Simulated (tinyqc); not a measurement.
From results back to parameters: Boltzmann transport in a parabolic band with a power-law relaxation time. Five cases, with inputs chosen for the exercise.

Problem. The Seebeck coefficient and the Hall density nH = n/rH are given; md is hidden (a Pisarenko analysis).

F_j(eta) = (1/Gamma(j + 1)) integral_0^infinity x^j dx/(1 + exp(x - eta)), which tends to exp(eta) for eta << 0.

n = N F_1/2(eta) with N = 2 (m kB T/(4 pi c))^(3/2) with c = hbar^2/2m0, in 1/angstrom^3; times 1e24 for 1/cm^3, m = md.

tau = tau0 x^r with x = E/kT. With K_j = Gamma(j + 1) F_j(eta): <tau> = tau0 (r + 3/2) K_(r+1/2)/((3/2) K_(1/2)); mu = <tau>/(mc m0/e), m0/e = 5.685630e-12 kg/C; Hall factor rH = (3/2) K_(1/2) (2r + 3/2) K_(2r+1/2)/((r + 3/2) K_(r+1/2))^2; Seebeck S = -(kB/e) [(r + 5/2) K_(r+3/2)/((r + 3/2) K_(r+1/2)) - eta]; Lorenz number L = (kB/e)^2 [(r + 7/2) K_(r+5/2)/((r + 3/2) K_(r+1/2)) - ((r + 5/2) K_(r+3/2)/((r + 3/2) K_(r+1/2)))^2]; kB/e in V/K. Valley anisotropy is left out of rH.

Constants: hbar^2/2m0 = 3.80998211 eV angstrom^2; kB = 8.617333262e-05 eV/K.

Find: eta; rH; n; md.

Method. S depends on eta alone and |S| falls steadily with it; eta gives rH and so n, and N = n/F_1/2(eta) gives md from N proportional to md^(3/2).

Case 1.

Values chosen (out of a larger set: masses near those of Si; tau0 is set for a mobility of the usual size at this n, kL is a free input; freeze-out and phonon drag, which matter near 77 K, are left out; not measured data): r = -0.5 (exponent of tau); T = 300 K.

S = -171.498 microvolt/K
nH = 2.9512e+19 1/cm^3

Solution.

eta = 0.58
rH = 1.118
n = 3.3e+19 1/cm^3
md = 1.073 m0

Case 2.

Values chosen (out of a larger set: masses near those of Si; tau0 is set for a mobility of the usual size at this n, kL is a free input; freeze-out and phonon drag, which matter near 77 K, are left out; not measured data): r = 1.5 (exponent of tau); T = 300 K.

S = -674.091 microvolt/K
nH = 3.0105e+17 1/cm^3

Solution.

eta = -3.82
rH = 1.927
n = 5.8e+17 1/cm^3
md = 1.039 m0

Case 3.

Values chosen (out of a larger set: masses near those of SiC; tau0 is set for a mobility of the usual size at this n, kL is a free input; freeze-out and phonon drag, which matter near 77 K, are left out; not measured data): r = 0.5 (exponent of tau); T = 200 K.

S = -299.391 microvolt/K
nH = 5.5225e+18 1/cm^3

Solution.

eta = -0.24
rH = 1.086
n = 6.0e+18 1/cm^3
md = 0.784 m0

Case 4.

Values chosen (out of a larger set: masses near those of Si; tau0 is set for a mobility of the usual size at this n, kL is a free input; freeze-out and phonon drag, which matter near 77 K, are left out; not measured data): r = -0.5 (exponent of tau); T = 300 K.

S = -533.872 microvolt/K
nH = 3.4834e+17 1/cm^3

Solution.

eta = -4.19
rH = 1.177
n = 4.1e+17 1/cm^3
md = 1.054 m0

Case 5.

Values chosen (out of a larger set: masses near those of GaAs; tau0 is set for a mobility of the usual size at this n, kL is a free input; freeze-out and phonon drag, which matter near 77 K, are left out; not measured data): r = 1.5 (exponent of tau); T = 400 K.

S = -679.768 microvolt/K
nH = 7.2651e+15 1/cm^3

Solution.

eta = -3.88
rH = 1.927
n = 1.4e+16 1/cm^3
md = 0.068 m0

Computed by tinyqc, one run a case: `OMP_NUM_THREADS=1 python tinyqc.py N N+1 out.jsonl` with N = 1680149, 1680197, 1680199, 1680207, 1680210; one thread of a shared Intel(R) Xeon(R) Processor @ 2.30GHz, about 0.01 s a run at most.
